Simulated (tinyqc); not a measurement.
Permittivity and interface capacitance from two thicknesses.

Problem. 1/C = t/(eps0 ek) + 2/ci for planar capacitors that differ only in thickness. Find ek, ci and the EOT of the interfaces, 2 x 3.9 eps0/ci.

Constants: eps0 = 8.8541878128e-14 F/cm where lengths are in cm. Results are converted to the units shown.

C at t = 7.2 and 22 nm (uF/cm^2): [2.8368290, 0.93197396]

Answer. 1/C is a straight line in t: the slope gives ek and the intercept 2/ci. A single thickness would give only the effective permittivity; when the interfaces are a small part of 1/C, ci needs very accurate data.

ek = 23.20
ci = 1000 uF/cm^2
EOT of the interfaces = 0.006906 nm

Computed by the program tinyqc: `OMP_NUM_THREADS=1 python tinyqc.py 2102175 2102176 out.jsonl`, one thread of a shared Intel Xeon 2.30GHz, about 0.01 s for the whole run.
